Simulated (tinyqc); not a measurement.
# Bloch-Grueneisen resistivity of a metal, step by step

A worked calculation. Computed by tinyqc, a small Python program that keeps every step. Command: `OMP_NUM_THREADS=1 python tinyqc.py 3010670 3010671 out.jsonl bg walk`. One thread of a shared host (Intel(R) Xeon(R) Processor @ 2.30GHz), about 0.01 s of CPU time with the checks. Intermediate numbers are printed to about 5 digits and carried at full precision; extremes and crossings named in words are read from the listed rows.

Electrons scatter from a Debye spectrum of phonons (n = 5 for scattering within one band, n = 3 for scattering into a second, heavy band) and from static defects.

Inputs (values chosen for the exercise, modelled on gold):

| quantity | value | unit |
|---|---|---|
| exponent n | 5 | - |
| Debye temperature Theta | 170 | K |
| transport coupling lambda_tr | 0.16 | - |
| Drude plasma energy hbar w_p | 8.9 | eV |
| residual resistivity rho_0 | 0.034 | microohm cm |
| temperature T | 20 | K |

Addition: none.

Constants: k_B = 1.380649e-23 J/K; hbar = 1.054571817e-34 J s; eps_0 = 8.8541878128e-12 F/m; hbar = 6.582119569e-16 eV s; k_B = 8.617333262e-05 eV/K.

## Scale of the phonon resistivity

rho_ph = (n - 1) rho_1 (T/Theta)^n J_n(Theta/T), with rho_1 = 2 pi lambda_tr k_B Theta/(hbar eps_0 w_p^2), the high-temperature line at T = Theta.

rho_1 = 1.3822 microohm cm

## The integral and the phonon part

J_n(y) = int_0^y x^n e^x/(e^x - 1)^2 dx, by 96 Gauss-Legendre points (upper limit at most 60).

Theta/T = 8.5

J_n = 106.48

phonon resistivity rho_ph = 0.013267 microohm cm

This is 8.16 % of the straight line rho_1 T/Theta.

## Total resistivity and derived numbers

Matthiessen's rule: rho = rho_0 + rho_ph. Temperature coefficient (1/rho) d rho/dT by a central difference of +/- 0.5 K; residual ratio rho(295 K)/rho(4.2 K); scattering time tau = 1/(eps_0 w_p^2 rho); Wiedemann-Franz kappa = L_0 T/rho, L_0 = (pi^2/3)(k_B/e)^2.

resistivity rho = 0.047267 microohm cm

temperature coefficient = 60.062 1e-3/K

residual resistance ratio = 70.244

scattering time = 1306.9 fs

Wiedemann-Franz conductivity = 1033.7 W/(m K)

The coefficient is 1.20 times 1/T; it exceeds 1/T because the phonon part, extended linearly, meets zero above T = 0.

## Limits of the phonon part

Low T: (n - 1) n! zeta(n) rho_1 (T/Theta)^n. High T: rho_1 (T/Theta) [1 - (n - 1)/(12 (n + 1)) (Theta/T)^2].

Resistivities (microohm cm):

| T (K) | rho_ph | low-T law | straight line | line with correction | total rho |
|---|---|---|---|---|---|
| 5.1 | 1.6717e-05 | 1.6717e-05 | 0.0415 | - | 0.0340 |
| 8.5 | 2.1497e-04 | 2.1498e-04 | 0.0691 | - | 0.0342 |
| 14.0 | 2.5591e-03 | 2.6058e-03 | 0.1138 | - | 0.0366 |
| 20.0 | 1.3267e-02 | 1.5504e-02 | 0.1626 | - | 0.0473 |
| 34.0 | 8.8924e-02 | 2.2014e-01 | 0.2764 | - | 0.1229 |
| 59.0 | 3.1274e-01 | 3.4639e+00 | 0.4797 | 0.2584 | 0.3467 |
| 85.0 | 5.5792e-01 | 2.1498e+01 | 0.6911 | 0.5375 | 0.5919 |
| 140.0 | 1.0499e+00 | 2.6058e+02 | 1.1383 | 1.0450 | 1.0839 |
| 200.0 | 1.5625e+00 | 1.5504e+03 | 1.6261 | 1.5608 | 1.5965 |
| 340.0 | 2.7263e+00 | 2.2014e+04 | 2.7643 | 2.7259 | 2.7603 |

The low-T law holds to 10 % up to 14 K, the straight line from 140 K on. The local exponent of rho_ph falls from 5.00 to 1.05. Phonons overtake the residual resistivity between 20.0 and 34.0 K.

Checks made by the program: J_n at large argument against n! zeta(n) (relative difference below 1e-10).
